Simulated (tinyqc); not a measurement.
Inside a calculation. Method: Pariser-Parr-Pople SCF with singles CI, for the molecule c1ccc2cnccc2c1 (SMILES; centres numbered as the heavy atoms are written). One step of it, computed by the program tinyqc.

Question. Iteration 1: orbitals and new P. Diagonalise F (the basis is taken as orthonormal) and form P = 2 sum c c over the lowest orbitals; 0.3 of the old P is kept.

F (eV), lower triangle:
```
,1C,2C,3C,4C,5C,6N,7C,8C,9C,10C
1C,-5.595000
2C,-4.668041,-5.595000
3C,0.000000,-5.126136,-5.595000
4C,0.563647,0.000000,-4.488044,-5.595000
5C,0.000000,0.311500,0.000000,-4.472307,-5.595000
6N,-0.209627,0.000000,0.305510,0.000000,-5.309592,-7.950000
7C,0.000000,-0.215673,0.000000,0.569475,0.000000,-4.857180,-5.595000
8C,0.313507,0.000000,-0.157894,0.000000,0.856822,0.000000,-5.110404,-5.595000
9C,0.000000,0.562302,0.000000,-4.351889,0.000000,0.556294,0.000000,-4.492174,-5.595000
10C,-5.128312,0.000000,0.847098,0.000000,-0.159901,0.000000,0.308437,0.000000,-4.481738,-5.595000
```

pi electrons, sum of z_r less the charge = 10

P at the start, lower triangle:
```
,1C,2C,3C,4C,5C,6N,7C,8C,9C,10C
1C,1.000000
2C,0.603146,1.000000
3C,0.000000,0.724570,1.000000
4C,-0.241478,0.000000,0.555408,1.000000
5C,0.000000,-0.169738,0.000000,0.551242,1.000000
6N,0.151270,0.000000,-0.165590,0.000000,0.724563,1.000000
7C,0.000000,0.156103,0.000000,-0.243975,0.000000,0.607354,1.000000
8C,-0.170831,0.000000,0.086032,0.000000,-0.367068,0.000000,0.720404,1.000000
9C,0.000000,-0.240902,0.000000,0.519440,0.000000,-0.236278,0.000000,0.556502,1.000000
10C,0.725146,0.000000,-0.362902,0.000000,0.087125,0.000000,-0.168069,0.000000,0.553739,1.000000
```

Give: orbital energies; P after iteration 1.

Answer.

orbital energies (eV): -15.7423  -14.0444  -12.4020  -11.4033  -10.0632  -1.4256  -0.4204  1.0738  1.9709  4.1515

P after iteration 1, lower triangle:
```
,1C,2C,3C,4C,5C,6N,7C,8C,9C,10C
1C,0.9943
2C,0.5953,1.0000
3C,0.0057,0.7330,0.9942
4C,-0.2462,-0.0001,0.5475,1.0013
5C,-0.0180,-0.1611,0.0185,0.5446,0.9362
6N,0.1415,0.0010,-0.1552,-0.0092,0.7253,1.1194
7C,-0.0128,0.1476,0.0133,-0.2482,-0.0473,0.5935,0.9645
8C,-0.1616,-0.0002,0.0885,0.0017,-0.3637,-0.0112,0.7298,1.0021
9C,0.0084,-0.2459,-0.0085,0.5303,0.0278,-0.2383,0.0201,0.5486,0.9874
10C,0.7334,0.0001,-0.3605,-0.0008,0.0893,0.0044,-0.1601,-0.0010,0.5463,1.0005
```
